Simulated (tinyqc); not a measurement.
Surface potential of a MOS transistor: implicit equation and explicit approximations: one step of the calculation.

p-type body, charge-sheet picture, depletion and inversion only, full ionisation (an idealisation for deep acceptors), Boltzmann statistics (rough once Na exp(x - xn) passes about Nc/7). In units of Vt: xg = (Vg - Vfb)/Vt, x = psi/Vt, G = gamma/sqrt(Vt), xn = (2 phiF + Vc)/Vt. The implicit equation is (xg - x)^2 = G^2 [x - 1 + exp(x - xn)] for x above about 3. Cox = eps0 eox/tox.

Task. Scales. ni = sqrt(Nc Nv) exp(-Eg/(2 Vt)), Eg in volts; phiF = Vt ln(Na/ni); gamma = sqrt(2 q eps0 eps_r Na)/Cox; VT = Vfb + Vt (xn + G sqrt(xn - 1)).

Inputs (values chosen for the exercise); band and dielectric values close to those of germanium:

| symbol | value | unit | meaning |
|---|---|---|---|
| T | 300 | K | temperature |
| Eg | 0.672 | eV | band gap |
| eps_r | 16.1 |  | relative permittivity |
| Nc | 1.06e19 | cm^-3 | conduction-band density of states at T |
| Nv | 6.03e18 | cm^-3 | valence-band density of states at T |
| eox | 3.9 |  | relative permittivity of the gate insulator (close to silicon dioxide) |
| tox | 10 | nm | insulator thickness |
| Na | 2.8e16 | cm^-3 | acceptor density |
| Vfb | -0.35 | V | flat-band voltage |
| Vc | 0 | V | channel-body voltage |
| Vg | 0.91 | V | gate-body voltage |

Constants: q = 1.602176634e-19 C, kB = 1.380649e-23 J/K, Vt = kB T/q, eps0 = 8.8541878128e-14 F/cm where lengths are in cm. Results are converted to the units shown.

Wanted: phiF; gamma; G; xn; VT; xg.

Result.

phiF = 0.18982 V
gamma = 0.32751 V^0.5
G = 2.0369
xn = 14.685
VT = 0.22445 V
xg = 48.739

Range of the model: The electron quasi-Fermi level lies less than 2 Vt below the band edge at the surface, or above it, where degeneracy and confinement, left out, matter.

tinyqc, about 0.01 s, one thread, Intel Xeon 2.30GHz (shared host): `OMP_NUM_THREADS=1 python tinyqc.py 2122135 2122136 out.jsonl`
